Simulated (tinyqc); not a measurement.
# Ellipsometry and reflectance of a transparent film on an absorbing substrate: what changes with what

Air (index 1), film, substrate with N2 = n2 - i k2; time factor exp(+i w t). q_j = sqrt(N_j^2 - sin^2 th), root with positive real part. Fresnel coefficients r_s = (q_a - q_b)/(q_a + q_b), r_p = (N_b^2 q_a - N_a^2 q_b)/(N_b^2 q_a + N_a^2 q_b). tan(Psi) exp(i Delta) = R_p/R_s, Delta taken from 0 to 360 degrees.

Values chosen for this exercise; indices close to those of titanium dioxide on silicon: wavelength lam = 405 nm; angle of incidence th = 70 degrees; index of the transparent film n1 = 2.376; film thickness d = 1.2 nm; index of the substrate n2 = 5.42; extinction coefficient of the substrate k2 = 0.329.

Each table varies one quantity; the others keep the values above.

## Psi and Delta against the film thickness

beta = 2 pi d q1/lam, X = exp(-2 i beta), R = (r01 + r12 X)/(1 + r01 r12 X) for p and s. The last column is the derivative of Delta.

Result of one run:
```
d (nm),Psi (degrees),Delta (degrees),|R_p|^2,|R_s|^2,dDelta/dd (degrees/nm)
12,21.07,126.9,0.1100,0.7413,-3.750
```

What becomes of these results when the film thickness d is changed from 12 to 0 nm, all else the same?

Result of the changed run:
```
d (nm),Psi (degrees),Delta (degrees),|R_p|^2,|R_s|^2,dDelta/dd (degrees/nm)
0,19.30,175.5,0.09501,0.7744,-4.242
```

The whole series:
```
d (nm),Psi (degrees),Delta (degrees),|R_p|^2,|R_s|^2,dDelta/dd (degrees/nm)
0,19.30,175.5,0.09501,0.7744,-4.242
2,19.39,167.0,0.09580,0.7730,-4.213
4,19.57,158.7,0.09732,0.7701,-4.158
6,19.83,150.4,0.09956,0.7655,-4.080
8,20.17,142.4,0.1025,0.7593,-3.983
10,20.58,134.5,0.1060,0.7513,-3.871
12,21.07,126.9,0.1100,0.7413,-3.750
14,21.61,119.5,0.1144,0.7290,-3.624
16,22.22,112.4,0.1192,0.7143,-3.496
```

Delta falls from 175.51 to 112.39 degrees while Psi moves from 19.30 to 22.22: Delta changes 21.6 times as much as Psi. With the slope of the first row an error of 0.01 degree in Delta means 0.0024 nm.

## Effect of the index of the transparent film

Same model as above.

dDelta/dd is the derivative of Delta; period lam/(2 q1).

Effect of the index of the transparent film:
```
n1,Psi (degrees),Delta (degrees),|R_p|^2,|R_s|^2,dDelta/dd (degrees/nm),period (nm)
1.25,19.346,172.91,0.095456,0.77435,-2.1583,245.66
1.45,19.365,171.80,0.095648,0.77426,-3.0789,183.37
1.65,19.373,171.13,0.095722,0.77417,-3.6302,149.31
1.85,19.373,170.74,0.095708,0.77407,-3.9579,127.07
2.05,19.367,170.52,0.095628,0.77396,-4.1392,111.15
2.25,19.356,170.43,0.095496,0.77384,-4.2182,99.052
2.45,19.341,170.43,0.095325,0.77371,-4.2213,89.498
2.65,19.324,170.50,0.095123,0.77358,-4.1650,81.726
```

Read the table: what changes, and by how much?

Psi stays near 19.4 degrees and |R_p|^2 goes from 0.0955 through a maximum of 0.0957 (at n1 = 1.65 among the rows listed) to 0.0951. The slope of Delta is largest in size, 4.22 degrees/nm, at n1 = 2.45 among the rows.

tinyqc, about 0.01 s, one thread, Intel Xeon 2.30GHz (shared host): `OMP_NUM_THREADS=1 python tinyqc.py 2870121 2870122 out.jsonl`
